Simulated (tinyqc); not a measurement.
X-ray reflectivity of a thin film on silicon: critical angles, Parratt recursion, fringes and roughness: one step, computed by the program tinyqc.

n = 1 - delta + i beta; the classical electron radius is r_e = 2.8179403e-6 nm. Layer 0 is vacuum, 1 the film, 2 the substrate.

Question. Fringe period, contrast and decay. Far above the critical angle the period is d theta = lambda/(2 d), or 2 pi/d in q; the envelope runs between (|r_01| - |r_12 p|)^2 and (|r_01| + |r_12 p|)^2; contrast = 2 a b/(a^2 + b^2) with a = |r_01|, b = |r_12 p|; roughness factors on the amplitudes are about exp(-q^2 sigma^2/2).

Inputs (values chosen for the exercise, modelled on a porous low-k film on silicon, copper K-alpha radiation):
```
quantity                              value  unit
wavelength lambda                   0.15406    nm
film thickness d                       28.6    nm
roughness of the surface sigma_1        1.1    nm
roughness of the interface sigma_2     0.35    nm
```

1000 r_01 = 5.758938e-04-5.870712e-06i

1000 r_12 = 0.4123807-0.0164274i

p = 0.8284448+0.5559809i

q = 4 pi sin(theta)/lambda = 3.543725 1/nm

Give: period in theta; period in q; contrast; roughness factor, surface; roughness factor, interface.

Answer.

period in theta = 0.15432 degrees

period in q = 0.21969 1/nm

contrast = 0.0027973

roughness factor, surface = 5.0166e-04

roughness factor, interface = 0.46339
